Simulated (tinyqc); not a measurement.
Bound state in one dimension: Numerov shooting, finite differences, DVR, step by step. Computed by tinyqc, a small Python program that keeps every step. Settings: points = 96. Command: `OMP_NUM_THREADS=1 python tinyqc.py 25548 25549 out.jsonl` (the two numbers bound the seeds that draw the settings). One thread of a shared host (Intel(R) Xeon(R) Processor @ 2.60GHz), about 0.01 s of CPU time with the checks.

## Numerov steps at E = 0.1

One particle of mass 1 in V = 5.3 (x^2 - 1.68^2)^2 / 1.68^4 (atomic units), psi = 0 at both ends:
```
parameter                 value
left end              -3.400000
right end              3.400000
intervals                    96
h                      0.070833
state sought (nodes)          2
```

k_i = 2 m (E - V_i); (1 + h^2 k_(i+1)/12) y_(i+1) = 2 (1 - 5 h^2 k_i/12) y_i - (1 + h^2 k_(i-1)/12) y_(i-1), from y_0 = 0, y_1 = 0.001.

Points along the way:
```
i          x         V           k         y
0   -3.40000  50.79525  -101.39049   0.00000
1   -3.32917  45.40449   -90.60898   0.00100
2   -3.25833  40.42006   -80.64013   0.00246
3   -3.18750  35.82328   -71.44655   0.00494
4   -3.11667  31.59584   -62.99167   0.00922
5   -3.04583  27.71986   -55.23971   0.01645
32  -1.13333   1.57372    -2.94743   8.28096
33  -1.06250   1.90812    -3.61624   9.05437
34  -0.99167   2.25010    -4.30019   9.99286
35  -0.92083   2.59381    -4.98762  11.14795
36  -0.85000   2.93384    -5.66767  12.58331
37  -0.77917   3.26515    -6.33031  14.37816
```

## Bisection on the node count

With more sign changes than the state has nodes (the last point included) the energy is too high, else too low; the bracket starts as 0.1 to 12.

Trials:
```
trial          E  sign changes  y at the right end   next
1      6.0500000             4            8.15e+01  lower
2      3.0750000             2            7.76e+03  raise
3      4.5625000             2            8.88e+01  raise
4      5.3062500             4            1.24e+01  lower
5      4.9343750             3           -3.34e+01  lower
6      4.7484375             3           -8.62e+00  lower
7      4.6554687             2            2.86e+01  raise
8      4.7019531             2            7.43e+00  raise
9      4.7251953             3           -1.20e+00  lower
10     4.7135742             2            2.96e+00  raise
11     4.7193848             2            8.44e-01  raise
12     4.7222900             3           -1.86e-01  lower
13     4.7208374             2            3.27e-01  raise
14     4.7215637             2            6.99e-02  raise
...          ...           ...                 ...    ...
29     4.7217620             3           -7.16e-06  lower
30     4.7217620             3           -3.25e-06  lower
31     4.7217620             3           -1.30e-06  lower
```

eigenvalue = 4.7217620 hartree

## The same grid by other methods

Three-point finite differences and the sine-DVR kinetic matrix of Colbert and Miller on the same points.

Lowest levels (hartree):
```
state  finite differences      DVR
0                 1.82670  1.82870
1                 1.84340  1.84539
2                 4.71716  4.72178
3                 5.22722  5.23601
4                 7.06594  7.08103
```
